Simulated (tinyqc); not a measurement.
Floating body of a partially depleted SOI transistor: body voltage and kink: two steps of the calculation.

Source at 0 V. Channel current Ic = 2 nf K Vt^2 [F(0) - F(Vd)](1 + la Vd), F(V) = ln^2(1 + exp((Vg - VT - nf V)/(2 nf Vt))), VT = VT0 - gb Vb. Saturation voltage Vs = 2 Vt sqrt(F(0)) + 3 Vt, excess Ve = (Vd - Vs + sqrt((Vd - Vs)^2 + 0.0004 V^2))/2, multiplication M1 = Ai Ve exp(-Bl/Ve). Each junction passes D(v) = J1 (exp(v/Vt) - 1) + J2 (exp(v/(2 Vt)) - 1). Bipolar current Ib = bb J1 (exp(Vb/Vt) - 1). The body settles where M1 (Ic + Ib) = D(Vb) + D(Vb - Vd) + Vb/Rb; drain current Id = (1 + M1)(Ic + Ib) - D(Vb - Vd).

Inputs (values chosen for the exercise); values of the order met in partially depleted silicon-on-insulator transistors: temperature T = 398 K; threshold at zero body voltage VT0 = 0.43 V; fall of the threshold per volt of body voltage gb = 0.33; slope factor nf = 1.2; gain factor per width K = 160 uA/(V^2 um); channel-length modulation factor la = 0.03 1/V; impact-ionisation prefactor Ai = 2.42 1/V; impact-ionisation voltage Bl = 7.9 V; diffusion saturation current of each junction J1 = 1.3e-9 uA/um; recombination saturation current of each junction J2 = 3.1e-6 uA/um; gain of the lateral bipolar transistor on the diffusion current bb = 0.5; resistance of a weak body tie to the source (1e9 stands for no tie, and the term is then dropped) Rb = 1e9 kohm um; gate voltage Vg = 1 V; drain voltage Vd = 1.2 V.

Constants: q = 1.602176634e-19 C, kB = 1.380649e-23 J/K, Vt = kB T/q. Results are converted to the units shown.

Problem 1. New Vb. Current into the body I_in = M1 (Ic + Ib) - D(Vb - Vd), current out I_out = D(Vb) + Vb/Rb; f = ln(I_in/I_out), s = df/dVb by central differences over 1e-5 V, Vb(new) = Vb - f/s.

Vb at the start = 0.24 V

Give: Ic; Ve; M1; I_in; I_out; f; s; Vb after iteration 1.

Solution 1.

Ic = 29.11 uA/um
Ve = 0.5563 V
M1 = 9.147e-7
I_in = 2.973e-5 uA/um
I_out = 1.009e-4 uA/um
f = -1.222
s = -21.05 1/V
Vb after iteration 1 = 0.1820 V

Problem 2. Drain current with floating and with grounded body. Id and VT at the converged Vb, Id at Vb = 0, their ratio, and the bipolar share Ib/(Ic + Ib).

converged Vb = 0.18227090 V

Wanted: VT; Id, floating; Id, grounded; ratio; bipolar share.

Solution 2.

VT = 0.3699 V
Id, floating = 27.43 uA/um
Id, grounded = 22.45 uA/um
ratio = 1.222
bipolar share = 4.793e-7 %

The body rises to 0.182 V and lowers the threshold by 60.1 mV.

Range of the model: The multiplication law is an empirical form chosen for the exercise; self-heating and capacitive coupling to the body are left out, and the linear laws are rough once Vb passes about 0.7 V or M1 about 0.1.

tinyqc, about 0.2 s, one thread, Intel Xeon 2.30GHz (shared host): `OMP_NUM_THREADS=1 python tinyqc.py 2182258 2182259 out.jsonl`
